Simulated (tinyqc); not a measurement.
Well width and field from level and shift.

Problem. An infinitely deep well has E_1(0) = C (pi/L)^2/m1, C = hbar^2/(2 m0), and in a field F (potential zero at the centre of the well) the second-order term of the shift is -m1 F^2 L^4 (15 - pi^2)/(48 C pi^4); higher orders are set aside. Find L and F.

Values chosen for this exercise: mass m1 = 0.066 m0.

Constants: q = 1.602176634e-19 C, hbar = 1.054571817e-34 J s, m0 = 9.1093837015e-31 kg, hbar^2/(2 m0) = 0.0380998212 eV nm^2. Results are converted to the units shown.

E_1(0) = 0.059323477 eV
second-order shift of level 1 = -11.851740 meV

Answer. The level gives L, and the shift then gives F^2.

L = 9.80 nm
F = 0.0260 V/nm

Program tinyqc, `OMP_NUM_THREADS=1 python tinyqc.py 2580030 2580031 out.jsonl`; Intel Xeon 2.30GHz, shared host, one thread, about 0.02 s.
